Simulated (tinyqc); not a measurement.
Chemical-mechanical planarisation: Preston law, pattern density and step-height reduction: one step, computed by the program tinyqc. Command: `OMP_NUM_THREADS=1 python tinyqc.py 3018474 3018475 out.jsonl cmp walk`. One thread of a shared host (Intel(R) Xeon(R) Processor @ 2.30GHz), about 0.02 s of CPU time with the checks.

A row of 12 cells, repeated periodically, holds raised features that cover a share rho of each cell.

Problem. Blanket rate. With equal rotation speeds the relative speed is uniform, v = omega r_c; Preston rate R0 = K P v.

Inputs (values chosen for the exercise, close to those used for oxide polishing):

| quantity | value | unit |
|---|---|---|
| Preston coefficient K | 6e-14 | 1/Pa |
| pressure P | 24 | kPa |
| platen and carrier speed | 40 | rpm |
| distance between the centres | 14 | cm |

Give: relative speed v; blanket rate R0.

Solution.

relative speed v = 0.5864 m/s

blanket rate R0 = 0.8445 nm/s
